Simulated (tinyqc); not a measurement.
MOS capacitor on an n-type substrate, surface potential from the exact charge relation: one step of the calculation.

Uniform n-type substrate, Boltzmann statistics, full ionisation, classical densities. psi is the surface potential against the body (positive when the bands bend down) and u = -psi/Vt. Traps are spread evenly over the gap and neutral at flat band, so their charge is -q Dit psi; the minority quasi-Fermi level is shifted by Vb.

Question. Charges, field and capacitances at the solution. ni = sqrt(Nc Nv) exp(-Eg/(2 Vt)), Eg in volts; phiF = Vt ln(N/ni); Cox = eps0 eox/tox; Vfb = phiM - chi - Vt ln(Nc/N) - q Nf/Cox; Q0 = sqrt(2 eps0 eps_r q N Vt); r = (ni/N)^2 exp(-Vb/Vt); VT = Vfb - [(2 phiF + Vb)(1 + q Dit/Cox) + sqrt(2 eps0 eps_r q N (2 phiF + Vb))/Cox].

u = -psi/Vt; F^2 = exp(-u) + u - 1 + r (exp(u) - u - 1); Qs = +sign(u) Q0 F; Cs = -dQs/dpsi = (Q0/Vt) |1 - exp(-u) + r (exp(u) - 1)|/(2 F). Low frequency: 1/C_LF = 1/Cox + 1/(Cs + q Dit). High frequency, in the simple estimate in which traps and minority carriers do not follow: 1/C_HF = 1/Cox + 1/Cd, Cd being Cs with r = 0 at the same psi. Minority sheet density N_inv = (Q0/(2 q)) int_0^u r (exp(t) - 1)/F(t) dt for u > 0. Oxide field |Qs - q Dit psi + q Nf|/(eps0 eox).

Parameters, values chosen for the exercise; band and dielectric values close to those of gallium nitride:

| symbol | value | unit | meaning |
|---|---|---|---|
| T | 273 | K | temperature |
| Eg | 3.43 | eV | band gap |
| eps_r | 9.63 |  | relative permittivity |
| Nc | 2e18 | cm^-3 | conduction-band density of states at T |
| Nv | 4.05e19 | cm^-3 | valence-band density of states at T |
| N | 1.1e16 | cm^-3 | donor density of the substrate |
| eox | 3.9 |  | relative permittivity of the gate insulator (close to silicon dioxide) |
| tox | 4 | nm | insulator thickness |
| Nf | 0 | cm^-2 | fixed charge at the interface, in units of q |
| Dit | 0 | cm^-2 eV^-1 | density of interface traps |
| Vb | 0 | V | reverse bias of the inversion layer against the body |

Constants: q = 1.602176634e-19 C, kB = 1.380649e-23 J/K, Vt = kB T/q, eps0 = 8.8541878128e-14 F/cm where lengths are in cm. Results are converted to the units shown.

converged psi = -3.3577475 V

Give: Qs; N_inv; oxide field; Cs; C_LF/Cox; C_HF/Cox.

Answer.

Qs = 1485 nC/cm^2
N_inv = 8.651e12 cm^-2
oxide field = 4.300 MV/cm
Cs = 31.41 uF/cm^2
C_LF/Cox = 0.9733
C_HF/Cox = 0.01709

The surface is in strong inversion (borders at |psi| = 0, phiF + Vb and 2 phiF + Vb = 3.11 V). Minority carriers make up 93.4 % of Qs.

Numbers from tinyqc (`OMP_NUM_THREADS=1 python tinyqc.py 2060132 2060133 out.jsonl`; about 0.01 s on one thread of a shared Intel Xeon 2.30GHz).
